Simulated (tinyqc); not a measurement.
Bloch-Grueneisen resistivity of a metal. Changing the Debye temperature Theta. Computed by tinyqc, a small Python program. Command: `OMP_NUM_THREADS=1 python tinyqc.py 3026977 3026978 out.jsonl bg sweep`. One thread of a shared host (Intel(R) Xeon(R) Processor @ 2.30GHz), about 0.01 s of CPU time with the checks.

Electrons scatter from a Debye spectrum of phonons (n = 5 for scattering within one band, n = 3 for scattering into a second, heavy band) and from static defects.

Inputs (values chosen for the exercise, modelled on aluminium): exponent n = 5; transport coupling lambda_tr = 0.37; Drude plasma energy hbar w_p = 12 eV; residual resistivity rho_0 = 0.12 microohm cm; temperature T = 600 K.

Addition: none.

Constants: k_B = 1.380649e-23 J/K; hbar = 1.054571817e-34 J s; eps_0 = 8.8541878128e-12 F/m; hbar = 6.582119569e-16 eV s; k_B = 8.617333262e-05 eV/K.

Method:
- rho_ph = (n - 1) rho_1 (T/Theta)^n J_n(Theta/T), with rho_1 = 2 pi lambda_tr k_B Theta/(hbar eps_0 w_p^2), the high-temperature line at T = Theta.
- J_n(y) = int_0^y x^n e^x/(e^x - 1)^2 dx, by 96 Gauss-Legendre points (upper limit at most 60).
- Matthiessen's rule: rho = rho_0 + rho_ph.
- Temperature coefficient (1/rho) d rho/dT by a central difference of +/- 0.5 K; residual ratio rho(295 K)/rho(4.2 K); scattering time tau = 1/(eps_0 w_p^2 rho); Wiedemann-Franz kappa = L_0 T/rho, L_0 = (pi^2/3)(k_B/e)^2.

One run for each value; columns: (1) Debye temperature Theta (K); (2) phonon resistivity rho_ph (microohm cm); (3) temperature coefficient (1e-3/K); (4) residual resistance ratio:
```
(1)     (2)     (3)     (4)
80   6.1991  1.6382  26.285
110  6.1937  1.6411  26.219
160  6.1808  1.6478  26.011
230  6.1549  1.6614  25.584
320  6.1082  1.6859  24.833
450  6.0154  1.7351  23.405
640  5.8292  1.8350  20.796
900  5.4907  2.0217  16.802
```

Over the rows, phonon resistivity rho_ph (microohm cm) falls from 6.20 to 5.49 (exponent d ln y / d ln x -0.0028 between the first rows and -0.18 between the last); temperature coefficient (1e-3/K) rises from 1.64 to 2.02 (exponent d ln y / d ln x 0.0055 between the first rows and 0.28 between the last); residual resistance ratio falls from 26.3 to 16.8 (exponent d ln y / d ln x -0.0079 between the first rows and -0.63 between the last). At the low end the exponent of phonon resistivity rho_ph is 0.00, close to 0: at high T and fixed lambda_tr Theta drops out.
